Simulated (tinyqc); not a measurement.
Empirical pseudopotential in a few plane waves, step by step. Computed by tinyqc, a small Python program that keeps every step. Settings: plane-wave index or count = 15. Command: `OMP_NUM_THREADS=1 python tinyqc.py 28812 28813 out.jsonl` (the two numbers bound the seeds that draw the settings). One thread of a shared host (Intel(R) Xeon(R) Processor @ 2.60GHz), about 0.2 s of CPU time with the checks.

## Bloch Hamiltonian at k

Parameters chosen for this model: fcc lattice, atoms at +/- a/8 (1,1,1); form factors in rydberg at |G|^2 in units of (2 pi/a)^2:

| parameter | value | unit |
|---|---|---|
| a | 5.710000 | angstrom |
| VS(3) | -0.219000 | Ry |
| VS(8) | 0.046000 | Ry |
| VS(11) | 0.060000 | Ry |
| VA(3) | 0.149000 | Ry |
| VA(4) | 0.023000 | Ry |
| VA(11) | 0.013000 | Ry |
| hbar^2/2m (2 pi/a)^2 | 4.613287 | eV |

k point k (2 pi / a): 0.200000  -0.590000  0.460000

Basis: the 15 shortest G (labels in 2 pi/a), the same at every k. H(G,G') = c |k + G|^2 delta + VS(|G-G'|^2) cos((G-G').tau) + i VA sin((G-G').tau), tau = a/8 (1,1,1); 1 Ry = 13.605693 eV.

H(k) at k (eV), lower triangle (Hermitian):
```
                     +0+0+0               -1-1-1               -1-1+1               -1+1-1
+0+0+0             2.766588
-1-1-1   2.106928-1.433481i            15.960588
-1-1+1  -2.106928-1.433481i   0.000000+0.312931i            24.449035
-1+1-1  -2.106928-1.433481i   0.000000+0.312931i             0.625862             5.073231
-1+1+1  -2.106928+1.433481i            -0.625862   0.000000+0.312931i   0.000000+0.312931i
+1-1-1  -2.106928-1.433481i   0.000000+0.312931i             0.625862             0.625862
+1-1+1  -2.106928+1.433481i            -0.625862   0.000000+0.312931i             0.000000
+1+1-1  -2.106928+1.433481i            -0.625862             0.000000   0.000000+0.312931i
+1+1+1   2.106928+1.433481i             0.000000            -0.625862            -0.625862
-2+0+0   0.000000-0.312931i  -2.106928+1.433481i  -2.106928-1.433481i  -2.106928-1.433481i
+0-2+0   0.000000-0.312931i  -2.106928+1.433481i  -2.106928-1.433481i   0.577241-0.125069i
+0+0-2   0.000000-0.312931i  -2.106928+1.433481i   0.577241-0.125069i  -2.106928-1.433481i
+0+0+2   0.000000+0.312931i  -0.577241-0.125069i   2.106928+1.433481i  -0.577241+0.125069i
+0+2+0   0.000000+0.312931i  -0.577241-0.125069i  -0.577241+0.125069i   2.106928+1.433481i
+2+0+0   0.000000+0.312931i  -0.577241-0.125069i  -0.577241+0.125069i  -0.577241+0.125069i

                     -1+1+1               +1-1-1               +1-1+1               +1+1-1
-1+1+1            13.561679
+1-1-1             0.000000            19.651217
+1-1+1             0.625862   0.000000+0.312931i            28.139665
+1+1-1             0.625862   0.000000+0.312931i             0.625862             8.763861
+1+1+1   0.000000+0.312931i            -0.625862   0.000000+0.312931i   0.000000+0.312931i
-2+0+0   2.106928-1.433481i   0.577241-0.125069i  -0.577241-0.125069i  -0.577241-0.125069i
+0-2+0  -0.577241-0.125069i  -2.106928-1.433481i   2.106928-1.433481i  -0.577241-0.125069i
+0+0-2  -0.577241-0.125069i  -2.106928-1.433481i  -0.577241-0.125069i   2.106928-1.433481i
+0+0+2  -2.106928+1.433481i  -0.577241+0.125069i  -2.106928+1.433481i   0.577241+0.125069i
+0+2+0  -2.106928+1.433481i  -0.577241+0.125069i   0.577241+0.125069i  -2.106928+1.433481i
+2+0+0   0.577241+0.125069i   2.106928+1.433481i  -2.106928+1.433481i  -2.106928+1.433481i

                     +1+1+1     -2+0+0     +0-2+0     +0+0-2
+1+1+1            17.252308
-2+0+0  -0.577241+0.125069i  17.529105
+0-2+0  -0.577241+0.125069i   0.625862  32.107091
+0+0-2  -0.577241+0.125069i   0.625862   0.625862  12.731287
+0+0+2  -2.106928-1.433481i  -0.625862  -0.625862   0.000000
+0+2+0  -2.106928-1.433481i  -0.625862   0.000000  -0.625862
+2+0+0  -2.106928-1.433481i   0.000000  -0.625862  -0.625862

           +0+0+2     +0+2+0     +2+0+0
+0+0+2  29.708182
+0+2+0   0.625862  10.332378
+2+0+0   0.625862   0.625862  24.910364
```

## Levels at k

Diagonalise the Hermitian matrix.

eigenvalues (eV): -1.896554  4.436254  6.948420  8.076883  12.777423  14.039824  15.434139  17.275232  19.171525  20.828440  23.336155  26.076769  28.818836  31.464618  36.148618

## Bands along a path

The same steps at evenly spaced points between the labelled ones.

Bands along the path (eV), lowest eight:

| k | band 1 | band 2 | band 3 | band 4 | band 5 | band 6 | band 7 | band 8 |
|---|---|---|---|---|---|---|---|---|
| L | -1.785825 | 3.847508 | 8.437173 | 8.437173 | 11.394362 | 14.323437 | 14.323437 | 18.983982 |
| L-G 0.20 | -2.176600 | 4.361388 | 8.414840 | 8.414840 | 11.456860 | 14.248865 | 14.248865 | 18.655503 |
| L-G 0.40 | -2.668789 | 5.424948 | 8.541169 | 8.541169 | 11.747654 | 14.284127 | 14.284127 | 17.264870 |
| L-G 0.60 | -3.099566 | 6.821021 | 8.772872 | 8.772872 | 12.237883 | 14.121699 | 14.121699 | 15.422853 |
| L-G 0.80 | -3.382555 | 8.298060 | 9.019368 | 9.019368 | 12.763005 | 13.691665 | 13.691665 | 13.819229 |
| G | -3.480335 | 9.132329 | 9.132329 | 9.132329 | 12.581853 | 13.465363 | 13.465363 | 13.465363 |
| G-X 0.20 | -3.349818 | 8.344510 | 8.810555 | 8.810555 | 12.839628 | 13.460601 | 14.042848 | 14.042848 |
| G-X 0.40 | -2.970297 | 6.922808 | 8.190302 | 8.190302 | 11.913406 | 14.314280 | 15.420835 | 15.420835 |
| G-X 0.60 | -2.386434 | 5.513839 | 7.655490 | 7.655490 | 11.166952 | 13.542257 | 17.195869 | 17.195869 |
| G-X 0.80 | -1.710932 | 4.366144 | 7.359091 | 7.359091 | 10.718524 | 12.909780 | 19.207273 | 19.207273 |
| X | -1.197083 | 3.790158 | 7.360354 | 7.360354 | 10.589413 | 12.804692 | 21.417675 | 21.417675 |

With 4 band(s) filled, the highest filled level on these points lies at G and the lowest empty one at X: a gap of 1.4571 eV, indirect. This holds for the small fixed basis; with all plane waves up to |k + G|^2 = 21 (2 pi/a)^2 the gap along the path is 1.58 eV.

## Convergence with the number of plane waves

Levels at G counted from the fourth one.

Levels (eV):

| plane waves | level 1 | level 5 | level 8 |
|---|---|---|---|
| 9 | -15.825824 | 0.625862 | 3.609358 |
| 15 | -12.612664 | 3.449524 | 4.333034 |
| 27 | -11.759187 | 3.486315 | 4.421296 |
| 51 | -11.684311 | 3.441985 | 4.520411 |
| 59 | -11.680176 | 3.473232 | 4.296556 |
| 65 | -11.686603 | 3.472004 | 4.268619 |
| 89 | -11.668615 | 3.465626 | 4.285328 |
